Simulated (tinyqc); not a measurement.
Stark shift: graded (staircase) quantum well by finite differences.

Finite differences on points z_i at the centres of cells of width h: H_ii = (c/h^2)(1/m_(i-1/2) + 1/m_(i+1/2)) + V_i, H_(i,i+1) = -(c/h^2)/m_(i+1/2), where m_(i+1/2) is the mean of the masses at the two points (the end values are repeated outwards), psi = 0 on the points beyond both ends, c = hbar^2/2m0. The field adds e F (z - z0) with z0 the middle of the structure; 1 kV/cm = 1e-5 eV/angstrom.

Constants: hbar^2/2m0 = 3.80998211 eV angstrom^2.

Parameters, chosen for this exercise (out of a larger set: near those of a strained Si well in SiGe; not measured data): layers = ((15, 0.186, 0.959), (5, 0.083, 0.9401), (5, 0.021, 0.9288), (5, 0, 0.925), (5, 0.021, 0.9288), (5, 0.083, 0.9401), (15, 0.186, 0.959)) (each layer: thickness in angstrom, band edge in eV, mass in m0); hf = 0.3125 angstrom (cell width of the fine grid); Fs = (0, 33.3, 66.7, 100, 133, 167, 200) kV/cm (fields).

Fine grid. Perturbation theory: dE1 = e F z_11 - beta (e F)^2 with beta = sum_j z_1j^2/(E_j - E_1) over the 13 next levels at zero field, z from z0.

Levels against field:
```
F (kV/cm)  E1 (eV)  E2 (eV)  dE1 (meV)  second order (meV)  <z - z0> (angstrom)  E2 - E1 (meV)
0           0.0591   0.1682       0.00                0.00                  0.0          109.1
33.3        0.0591   0.1682      -0.04               -0.04                 -0.2          109.1
66.7        0.0590   0.1679      -0.15               -0.15                 -0.5          108.9
100         0.0588   0.1676      -0.34               -0.34                 -0.7          108.8
167         0.0582   0.1663      -0.96               -0.95                 -1.1          108.2
200         0.0578   0.1655      -1.37               -1.37                 -1.4          107.7
```

Give the missing row, F (kV/cm) = 133.

Computed row:
```
F (kV/cm)  E1 (eV)  E2 (eV)  dE1 (meV)  second order (meV)  <z - z0> (angstrom)  E2 - E1 (meV)
133         0.0585   0.1670      -0.61               -0.61                 -0.9          108.5
```

z_11 = 0.00 angstrom
beta = 342.1 angstrom^2/eV

At zero field the state is centred, so the shift starts as F^2; it turns linear only if the state is pulled to one side. At 200 kV/cm E1 has moved by -1.37 meV, where second order gives -1.37 meV; they differ by 0.3 % there. The electron moves by -1.4 angstrom, against the rise of the potential. From 66.7 kV/cm on E2 lies above the lowest point of the outer barrier, so it is a resonance or a state of the finite grid, held or pushed up by its ends. E2 - E1 shrinks with the field; the ends are 109.1 and 107.7 meV.

(tinyqc, `OMP_NUM_THREADS=1 python tinyqc.py 1251810 1251811 out.jsonl`, Intel(R) Xeon(R) Processor @ 2.30GHz, 1 thread, shared host, about 0.02 s.)
